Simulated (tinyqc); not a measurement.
## Reflectance at normal incidence against thickness

Normal incidence on air, film (n1) and substrate (N2 = n2 - i k2): r01 = (1 - n1)/(1 + n1), r12 = (n1 - N2)/(n1 + N2), amplitude (r01 + r12 X)/(1 + r01 r12 X), X = exp(-4 pi i n1 d/lam), R its squared modulus, phase from 0 to 360 degrees.

Parameters, values chosen for the exercise: wavelength lam = 632.8 nm; index of the transparent film n1 = 1.671; index of the substrate n2 = 3.882; extinction coefficient of the substrate k2 = 0.019.

Reflectance at normal incidence against thickness:

| d (nm) | R (%) | phase of the reflected amplitude (degrees) |
|---|---|---|
| 0 | 34.850 | 179.85 |
| 24 | 31.398 | 155.40 |
| 48 | 21.523 | 126.86 |
| 71 | 9.1592 | 87.869 |
| 95 | 2.6695 | 357.42 |
| 119 | 9.6356 | 270.02 |
| 142 | 22.020 | 231.84 |
| 166 | 31.667 | 203.57 |
| 190 | 34.846 | 179.20 |

R goes from 34.9 through a minimum of 2.67 (at d = 95 nm among the rows listed) to 34.8 %. At a quarter wave, d = 94.7 nm, R = 2.67 %; for a transparent substrate it would vanish for n1 = sqrt(n2) = 1.97.

Numbers from tinyqc (`OMP_NUM_THREADS=1 python tinyqc.py 2870154 2870155 out.jsonl`; about 0.01 s on one thread of a shared Intel Xeon 2.30GHz).
